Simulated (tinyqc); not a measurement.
Quasi-harmonic thermal expansion with mode Grueneisen parameters: one step, computed by the program tinyqc. Command: `OMP_NUM_THREADS=1 python tinyqc.py 3004127 3004128 out.jsonl qha walk`. One thread of a shared host (Intel(R) Xeon(R) Processor @ 2.30GHz), about 0.03 s of CPU time with the checks.

A crystal with two atoms a cell; per atom there are 1 transverse acoustic (TA), 1/2 longitudinal acoustic (LA) and 3/2 optical (O) modes. Every frequency of group i scales as nu_i (V/V0)^(-gamma_i). Each group has one frequency. Static energy: E = (9 V0 B0/16) [y^3 B' + y^2 (2 - 4 y)], y = (V0/V)^(2/3) - 1, with pressure P_s = (3 B0/2) (z^7 - z^5) [1 + (3/4)(B' - 4)(z^2 - 1)], z = (V0/V)^(1/3).

Question. Properties at the equilibrium volume. For a mode with x = h nu/(k_B T), n = 1/(exp(x) - 1): U = h nu (n + 1/2), C/k_B = x^2 n (n + 1); U_i and C_i sum these over group i with its weight per atom. Phonon pressure P_ph = sum_i gamma_i U_i/V. B_T = -V d(P_s + P_ph)/dV at fixed T (central difference, step 1e-4 V); alpha_V = sum gamma_i C_i k_B/(B_T V), all at V(T); the linear coefficient is alpha_L = alpha_V/3. C_P - C_V = alpha_V^2 B_T V T; the optical frequency is nu_O (V/V0)^(-gamma_O).

Inputs (values chosen for the exercise, modelled on gallium arsenide):

| quantity | value | unit |
|---|---|---|
| static volume V0 | 22.6 | angstrom^3/atom |
| static bulk modulus B0 | 77.1 | GPa |
| static B' | 4.54 | - |
| frequency nu_TA | 2.35 | THz |
| frequency nu_LA | 5.79 | THz |
| frequency nu_O | 7.65 | THz |
| Grueneisen parameter gamma_TA | -0.95 | - |
| Grueneisen parameter gamma_LA | 1.2 | - |
| Grueneisen parameter gamma_O | 1.2 | - |
| temperature T | 300 | K |

Acoustic groups: Einstein.

volume V(T) = 22.69187 angstrom^3/atom

Constants: h x 1 THz = 4.135667696 meV; k_B = 8.617333262e-05 eV/K; 1 eV/angstrom^3 = 160.2176634 GPa.

Give: volume change from V0; isothermal bulk modulus B_T; linear expansion coefficient; C_V; C_P - C_V; optical frequency at V(T).

Answer.

volume change from V0 = 0.4065 %

isothermal bulk modulus B_T = 76.11 GPa

linear expansion coefficient = 3.234 ppm/K

C_V = 2.782 k_B/atom

C_P - C_V = 0.003532 k_B/atom

optical frequency at V(T) = 7.613 THz
